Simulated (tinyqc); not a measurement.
Worked calculation: Finnis-Sinclair potential for a bcc metal: fit to cohesion and elasticity, then vacancy, surfaces and structure. Computed by tinyqc, a small Python program that keeps every step. Command: `OMP_NUM_THREADS=1 python tinyqc.py 3112554 3112555 out.jsonl fsfit walk`. One thread of a shared host (Intel(R) Xeon(R) Processor @ 2.30GHz), about 0.01 s of CPU time with the checks. Intermediate numbers are printed to about 6 digits and carried at full precision; extremes and crossings named in words are read from the listed rows.

E = (1/2) sum V(r) - A sqrt(rho), rho = sum phi(r), phi = (r - d)^2 for r < d, V = (r - c)^2 (c0 + c1 r + c2 r^2) for r < c. In bcc the 8 first neighbours lie at sqrt(3) a/2 and the 6 second at a; both cut-offs lie below the third shell; Omega = a^3/2; E is per atom and z the number of atoms in a shell. The four constants A, c0, c1, c2 are fitted to E_c, zero pressure, B and C12 - C44 alone, so C44 and C11 - C12 are not matched singly; defects are unrelaxed.

Inputs (values chosen for the exercise, modelled on molybdenum):
```
quantity             value      unit
lattice constant a   3.147  angstrom
cohesive energy E_c    6.8        eV
target C11             470       GPa
target C12             164       GPa
target C44             112       GPa
density cut-off d/a  1.313         -
pair cut-off c/a     1.047         -
```

Constants: 1 eV/angstrom^3 = 160.2176634 GPa; 1 eV/angstrom^2 = 16.02176634 J/m^2.

## Density sums and the constant A

rho = sum z phi, rho1 = sum z r phi', rho2 = sum z r^2 phi''. At zero pressure the effective pair part V + 2 F' phi obeys C12 = C44, so C12 - C44 = F'' (rho1/3)^2/Omega with F'' = A/(4 rho^(3/2)); this gives A.

rho = 21.6503 angstrom^2

rho1 = -98.5356 angstrom^2

rho2 = 237.687 angstrom^2

A = 1.88915 eV/angstrom

## Three linear equations for c0, c1, c2

With v_k = (r - c)^2 r^k the rows are (1/2) sum z v_k, (1/2) sum z r v_k' and (1/2) sum z r^2 v_k''. With rho1 = sum z r phi' and rho2 = sum z r^2 phi'' the right-hand sides are: -E_c + A sqrt(rho) (cohesion); A rho1/(2 sqrt(rho)) (zero pressure); 9 B Omega + A [rho2/(2 sqrt(rho)) - rho1^2/(4 rho^(3/2))] with B = (C11 + 2 C12)/3.

matrix:
```
                   c0       c1       c2
cohesion        1.363    3.743   10.287
pressure      -15.210  -38.889  -99.318
bulk modulus  118.843  263.684  570.861
```

right-hand side (eV): 1.990  -20.003  235.581

## Solution

Solve the three equations.

c0, c1, c2 (eV/angstrom^2, eV/angstrom^3, eV/angstrom^4): 71.0551  -52.5850  9.9096

## Elastic constants of the fitted potential

Second differences of E with strains of 1e-4: e_xx gives C11, (e_xx, e_yy) = (1, -1) gives 2 (C11 - C12), an engineering shear gives C44. B and C12 - C44 are fitted; the one combination left tests the choice of d.

C11 = 352.866 GPa

C12 = 222.567 GPa

C44 = 170.567 GPa

error of C44 = 52.2923 %

error of C' = (C11 - C12)/2 = -57.4189 %

C44 comes out high and C' low: with B and C12 - C44 fixed, C44 + 2 C'/3 is fixed too, so the two errors have opposite signs.

## Unrelaxed vacancy

E_v = -A sum_shells z [sqrt(rho - phi(r)) - sqrt(rho)] - (1/2) sum z V(r): the neighbours lose one bond each, and the atom is put back in the bulk.

V at the two shells (eV): 0.436666  0.081176

phi at the two shells (angstrom^2): 1.97861  0.97025

vacancy energy E_v = 2.49543 eV

E_v/E_c = 0.366974

A pair potential would give E_v = E_c; the square root lowers the ratio to 0.37.

## Unrelaxed surfaces

An atom in layer i below the surface keeps only neighbours no higher than the top layer; gamma = sum_i (E_i + E_c)/(area per surface atom), with layer spacings a/2, a/sqrt2 and areas a^2, a^2/sqrt2 for (100) and (110).

Excess energy by layer (eV):
```
face    layer 1   layer 2  layer 3
(100)  1.126522  0.158633        0
(110)  0.774400  0.000000        0
```

gamma(100) = 2.07909 J/m^2

gamma(110) = 1.77173 J/m^2

gamma(100)/gamma(110) = 1.17.

## bcc against fcc

E of each lattice against the volume per atom, as a multiple of Omega; all neighbours inside the cut-offs are summed.

Energies (eV/atom):
```
V/Omega       bcc       fcc  fcc less bcc (meV)
0.80     -6.00811  -6.42869            -420.583
0.84     -6.34818  -6.61669            -268.513
0.88     -6.57031  -6.68455            -114.241
0.92     -6.70634  -6.67315              33.192
0.96     -6.77817  -6.61333             164.838
1.00     -6.80000  -6.52805             271.949
1.05     -6.76904  -6.41059             358.450
1.10     -6.67855  -6.30101             377.541
1.20     -6.34774  -6.14013             207.609
```

The lowest fcc row, at V/Omega = 0.88, lies +115 meV from the bcc minimum: the fit keeps bcc stable, though nothing in it asked for that.

Checks made by the program: B and C12 - C44 recovered (relative difference 4e-07).
